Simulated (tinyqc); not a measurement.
Ellipsometry and reflectance of a transparent film on an absorbing substrate: one step of the calculation.

Air (index 1), film, substrate with N2 = n2 - i k2; time factor exp(+i w t). q_j = sqrt(N_j^2 - sin^2 th), root with positive real part. Fresnel coefficients r_s = (q_a - q_b)/(q_a + q_b), r_p = (N_b^2 q_a - N_a^2 q_b)/(N_b^2 q_a + N_a^2 q_b). tan(Psi) exp(i Delta) = R_p/R_s, Delta taken from 0 to 360 degrees.

Problem. Interface coefficients and thickness period. q0, q1, q2 and the coefficients r01 and r12 for p and s; the results repeat in d with the period lam/(2 q1).

Parameters, values chosen for the exercise; indices close to those of photoresist on silicon:
- lam = 546.1 nm (wavelength)
- th = 70 degrees (angle of incidence)
- n1 = 1.627 (index of the transparent film)
- n2 = 4.086 (index of the substrate)
- k2 = 0.031 (extinction coefficient of the substrate)

Wanted: q0; q1; q2; r01,p; r01,s; r12,p; r12,s; period.

Solution.

q0 = 0.34202
q1 = 1.3282
q2 = 3.9765-0.0319i
r01,p = -0.18930
r01,s = -0.59045
r12,p = 0.35623-0.00313i
r12,s = -0.49925+0.00301i
period = 205.58 nm

tinyqc, about 0.01 s, one thread, Intel Xeon 2.30GHz (shared host): `OMP_NUM_THREADS=1 python tinyqc.py 2870221 2870222 out.jsonl`
